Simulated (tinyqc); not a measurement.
Leakage through a gate insulator: direct, Fowler-Nordheim, trap-assisted and Poole-Frenkel currents: one step, computed by the program tinyqc.

Electrons enter from the cathode Fermi level at x = 0; the conduction band of the insulator lies phi_b - e F x above it, F = V/t. WKB exponents use a parabolic band with mass m.

Task: Poole-Frenkel bound. Poole-Frenkel emission over the lowered barrier of a charged trap: lowering sqrt(e F/(pi eps_opt eps_0)); J_PF = e N_t^(2/3) nu_0 exp(-(phi_t - lowering)/k_B T), one sheet of traps emitting with supply unlimited (an upper bound).

Inputs (values chosen for the exercise, with an insulator like Al2O3):

| quantity | value | unit |
|---|---|---|
| thickness t | 8.9 | nm |
| optical constant eps_opt | 3.21 | - |
| voltage across the insulator V | 2.9 | V |
| trap depth phi_t | 1.8 | eV |
| trap density N_t | 6.5e+17 | cm^-3 |
| attempt rate nu_0 | 9e+13 | 1/s |
| temperature T | 300 | K |

Constants: e = 1.602176634e-19 C; eps_0 = 8.8541878128e-12 F/m; k_B = 8.617333262e-05 eV/K.

Give: barrier lowering; Poole-Frenkel bound J_PF.

Result:

barrier lowering = 0.7646 eV

Poole-Frenkel bound J_PF = 4.375e-11 A/cm^2

Caution: the film is too thin for the Poole-Frenkel picture (the lowering is a large part of the whole drop, or the traps are further apart than the film is thick), so J_PF is only nominal.
